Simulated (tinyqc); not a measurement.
Inside a calculation. Method: extended Hueckel theory, for H6. One step of it, computed by the program tinyqc.

Question. Orbitals. Solve H C = S C e through S^(-1/2); fill by pairs from the bottom, a degenerate level sharing its electrons equally; each orbital has its largest coefficient positive (the first on a tie).

H (eV):
```
            1H 1s       2H 1s       3H 1s       4H 1s       5H 1s       6H 1s
1H 1s  -13.600000  -15.519777   -3.509564   -1.011505   -0.129616   -0.028319
2H 1s  -15.519777  -13.600000  -10.243686   -3.515321   -0.528630   -0.129880
3H 1s   -3.509564  -10.243686  -13.600000  -15.536064   -3.509564   -1.011505
4H 1s   -1.011505   -3.515321  -15.536064  -13.600000  -10.230228   -3.509564
5H 1s   -0.129616   -0.528630   -3.509564  -10.230228  -13.600000  -15.536064
6H 1s   -0.028319   -0.129880   -1.011505   -3.509564  -15.536064  -13.600000
```

overlap S:
```
          1H 1s     2H 1s     3H 1s     4H 1s     5H 1s     6H 1s
1H 1s  1.000000  0.652091  0.147461  0.042500  0.005446  0.001190
2H 1s  0.652091  1.000000  0.430407  0.147703  0.022211  0.005457
3H 1s  0.147461  0.430407  1.000000  0.652776  0.147461  0.042500
4H 1s  0.042500  0.147703  0.652776  1.000000  0.429842  0.147461
5H 1s  0.005446  0.022211  0.147461  0.429842  1.000000  0.652776
6H 1s  0.001190  0.005457  0.042500  0.147461  0.652776  1.000000
```

valence electrons = 6

Give: orbital energies; occupations; coefficients; sum of one-electron energies.

Answer.

orbital energies (eV): -19.2173  -17.7692  -15.0079  -0.8188  11.3405  30.2620

occupations: 2.0000  2.0000  2.0000  0.0000  0.0000  0.0000

coefficients:
```
          MO1      MO2      MO3      MO4      MO5      MO6
1H 1s  0.1968  -0.3721  -0.4326   0.6832  -0.8226   0.5585
2H 1s  0.2693  -0.3807  -0.2308  -0.4798   0.9762  -0.9003
3H 1s  0.3368  -0.1094   0.4369  -0.6571  -0.3015   1.2352
4H 1s  0.3367   0.1088   0.4373   0.6585  -0.2971  -1.2350
5H 1s  0.2692   0.3810  -0.2304   0.4768   0.9774   0.9016
6H 1s  0.1969   0.3726  -0.4317  -0.6807  -0.8253  -0.5604
```

sum of one-electron energies = -103.9889 eV
